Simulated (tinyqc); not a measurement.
Adsorption as a lattice gas: isotherms with interactions, competition, desorption peaks and saturation dose. Changing the aspect ratio a (depth over diameter) of a hole. Computed by tinyqc, a small Python program. Command: `OMP_NUM_THREADS=1 python tinyqc.py 3022951 3022952 out.jsonl adsorb sweep`. One thread of a shared host (Intel(R) Xeon(R) Processor @ 2.30GHz), about 0.01 s of CPU time with the checks.

One adsorbate per site; a molecule needs 2 empty sites. Gas and surface have the same temperature.

Inputs (values chosen for the exercise, for a model surface):
```
quantity                             value    unit
desorption energy E                   1.33      eV
prefactor nu                       4.2e+12     1/s
site density N_s                        11  1/nm^2
molecular mass M                       197       u
sticking coefficient s0             0.0065       -
temperature T                          447       K
pressure p                         3.6e-05      Pa
blocking by a second gas, K_B p_B     0.29       -
```

Adsorption: dissociative (second order).

Constants: u = 1.6605390666e-27 kg; k_B = 1.380649e-23 J/K; k_B = 8.617333262e-05 eV/K.

Method. Flux F = p/sqrt(2 pi M k_B T); k_d = nu exp(-E/(k_B T)); 2 s0 F (1 - theta)^2 = N_s k_d theta^2, so y = sqrt(2 s0 F/(N_s k_d)), theta = y/(1 + y). With a second gas on the same sites theta = y/(1 + y + K_B p_B). Without desorption or interaction, 99 % coverage needs the time 99 N_s/(2 s0 F). For a round hole of aspect ratio a in molecular flow with unit sticking (Gordon), the time is N_s/(2F) x [1 + (19/4) a + (3/2) a^2]. The larger of the two times is a rough guide.

One run for each value:
```
aspect ratio a (depth over diameter) of a hole  time for the hole (s)  time on a flat surface (s)
1.0                                                        1.2475e+02                  2.6207e+05
2.3                                                        3.4173e+02                  2.6207e+05
5.1                                                        1.1054e+03                  2.6207e+05
12.0                                                       4.7147e+03                  2.6207e+05
26.0                                                       1.9590e+04                  2.6207e+05
59.0                                                       9.4685e+04                  2.6207e+05
130.0                                                      4.4684e+05                  2.6207e+05
300.0                                                      2.3475e+06                  2.6207e+05
```

Over the rows, time for the hole (s) rises from 125 to 2.35e6 (exponent d ln y / d ln x 1.2 between the first rows and 2.0 between the last); time on a flat surface (s) does not change. At the high end the exponent of time for the hole is 1.98, close to 2: diffusion along the hole.

Caution (all rows): with k_d = nu exp(-E/(k_B T)) of these inputs desorption is not negligible over the time on a flat surface, so without interaction 99 % coverage is not reached.
